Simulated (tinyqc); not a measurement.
# MOS structure on a p-type body, non-linear Poisson equation by Newton steps: what changes with what

One dimension, insulator interface at x = 0, acceptor density Na, uniform, net doping C = -(acceptor density). psi is counted from the intrinsic level: n = ni exp((psi - Vb)/Vt), p = ni exp(-psi/Vt); deep in the body psi_b = -Vt ln(Na/ni). The gate acts through Cox = eps0 eox/tox and has the potential psi_G = Vg - (phiM - chi - Vt ln(Nc/ni)). Boltzmann statistics, full ionisation, classical densities, no oxide or interface charge.

Parameters, values chosen for the exercise; band and dielectric values close to those of silicon:
- T = 300 K (temperature)
- Eg = 1.1 eV (band gap)
- eps_r = 11.5 (relative permittivity)
- Nc = 2.82e19 cm^-3 (conduction-band density of states at T)
- Nv = 2.67e19 cm^-3 (valence-band density of states at T)
- chi = 4.08 eV (electron affinity)
- Na = 7.3e17 cm^-3 (acceptor density deep in the body)
- eox = 3.9 (relative permittivity of the gate insulator (close to silicon dioxide))
- tox = 1.4 nm (insulator thickness)
- phiM = 4.11 eV (gate work function)
- Vb = 0 V (electron quasi-Fermi potential against the body)

Constants: q = 1.602176634e-19 C, kB = 1.380649e-23 J/K, Vt = kB T/q, eps0 = 8.8541878128e-14 F/cm where lengths are in cm. Results are converted to the units shown.

Each table varies one quantity; the others keep the values above.

## Charge and capacitance against gate voltage

ni = sqrt(Nc Nv) exp(-Eg/(2 Vt)), Eg in volts. The Poisson equation d/dx(eps0 eps_r dpsi/dx) = -q (p - n + C), with eps0 eps_r dpsi/dx = -Cox (psi_G - psi_0) at x = 0, is solved on a mesh of about 600 nodes or more. N_inv is the integral of n less its value deep in the body. C_LF = Cox (1 - dpsi_0/dVg) with all carriers following; C_HF is the same with the electron quasi-Fermi level shifting uniformly so that N_inv stays fixed. The centroid is that of the same excess.

Charge and capacitance against gate voltage:

| Vg (V) | psi_0 - psi_b (V) | N_inv (cm^-2) | C_LF/Cox | C_HF/Cox | centroid (nm) |
|---|---|---|---|---|---|
| -0.26 | 0.571 | 9.98e4 | 0.118 | 0.118 | 0.770 |
| -0.12 | 0.695 | 1.09e7 | 0.108 | 0.108 | 0.688 |
| 0.01 | 0.812 | 9.09e8 | 0.102 | 0.100 | 0.630 |
| 0.15 | 0.933 | 9.04e10 | 0.243 | 0.0942 | 0.579 |
| 0.28 | 0.999 | 9.82e11 | 0.689 | 0.0918 | 0.522 |
| 0.42 | 1.03 | 2.63e12 | 0.836 | 0.0914 | 0.461 |
| 0.56 | 1.05 | 4.48e12 | 0.888 | 0.0913 | 0.413 |
| 0.69 | 1.06 | 6.27e12 | 0.913 | 0.0912 | 0.378 |
| 0.83 | 1.07 | 8.25e12 | 0.929 | 0.0913 | 0.346 |

N_inv goes from 99800 to 8.25e12 cm^-2 and passes 2e11 cm^-2 at Vg = 0.181 V. Below threshold it takes 67.7 mV a decade between Vg = -0.12 and 0.01 V, against Vt ln 10 = 59.5 mV. C_LF/Cox is lowest, 0.102, at Vg = 0.01 V among the rows listed and ends at 0.929, while C_HF/Cox ends at 0.0913. Between the last two rows q dN_inv/dVg is 0.919 Cox. Where the classical centroid is under about 2 nm, confinement would move the charge away from the interface and raise the threshold. Above about 2e12 cm^-2 degeneracy matters too.

## Effect of the acceptor density deep in the body on threshold, swing and body effect

VT is the Vg at which N_inv = 2e11 cm^-2. m = 1/(dpsi_0/dVg) at N_inv = 1e8 cm^-2; the swing is the Vg between N_inv = 1e8 and 1e9 cm^-2; body coefficient [VT(Vb + 0.05 V) - VT(Vb)]/0.05 V - 1.

Effect of the acceptor density deep in the body on threshold, swing and body effect:

| Na (cm^-3) | VT (V) | psi_0 - psi_b at VT (V) | m - 1 | swing (mV/decade) | body coefficient |
|---|---|---|---|---|---|
| 1.8e17 | 0.0637 | 0.900 | 0.0602 | 64.3 | 0.0669 |
| 2.7e17 | 0.0905 | 0.915 | 0.0728 | 65.0 | 0.0780 |
| 3.9e17 | 0.119 | 0.930 | 0.0865 | 65.8 | 0.0902 |
| 5.8e17 | 0.156 | 0.945 | 0.104 | 66.9 | 0.106 |
| 8.5e17 | 0.198 | 0.960 | 0.125 | 68.1 | 0.124 |
| 1.2e18 | 0.243 | 0.973 | 0.147 | 69.3 | 0.144 |
| 1.8e18 | 0.307 | 0.989 | 0.178 | 71.2 | 0.172 |

As Na goes from 1.8e17 to 1.8e18, VT rises from 0.0637 to 0.307 V, the swing rises from 64.3 to 71.2 mV/decade and the body coefficient rises from 0.0669 to 0.172. The swing stays within 1.9 % of m Vt ln 10, and the body coefficient within 0.0067 of m - 1.

tinyqc, about 0.3 s, one thread, Intel Xeon 2.30GHz (shared host): `OMP_NUM_THREADS=1 python tinyqc.py 2080076 2080077 out.jsonl`
